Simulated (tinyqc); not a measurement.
X-ray reflectivity of a thin film on silicon: critical angles, Parratt recursion, fringes and roughness: one step, computed by the program tinyqc.

n = 1 - delta + i beta; the classical electron radius is r_e = 2.8179403e-6 nm. Layer 0 is vacuum, 1 the film, 2 the substrate.

Problem. Reflectivity at one angle. k_j = (2 pi/lambda) sqrt(sin^2 theta - 2 delta_j + 2 i beta_j); r_ij = (k_i - k_j)/(k_i + k_j) x exp(-2 k_i k_j sigma^2) (Nevot-Croce); r = (r_01 + r_12 p)/(1 + r_01 r_12 p), p = exp(2 i k_1 d); R = |r|^2.

Inputs (values chosen for the exercise, modelled on a porous low-k film on silicon, copper K-alpha radiation):
```
quantity                              value     unit
wavelength lambda                   0.15406       nm
film thickness d                       74.4       nm
roughness of the surface sigma_1       0.38       nm
roughness of the interface sigma_2     0.17       nm
grazing angle theta                   0.781  degrees
```

Constants:
```
layer      rho_e (1/nm^3)         delta          beta  critical angle (degrees)  q_c (1/nm)
film             413.3597  4.400073e-06  4.180069e-08                 0.1699682   0.2419719
substrate        711.4015  7.572626e-06  1.741704e-07                 0.2229774   0.3174375
```

Give: k_0, k_1, k_2; 1000 r_01; 1000 r_12; p; reflectivity R; q = 4 pi sin(theta)/lambda.

Solution.

k_0, k_1, k_2 (1/nm): 0.5559  0.5426+0.0001i  0.5328+0.0005i

1000 r_01 = 11.12-0.11i

1000 r_12 = 8.975-0.386i

p = 0.5749-0.7950i

reflectivity R = 3.108e-04

q = 4 pi sin(theta)/lambda = 1.112 1/nm
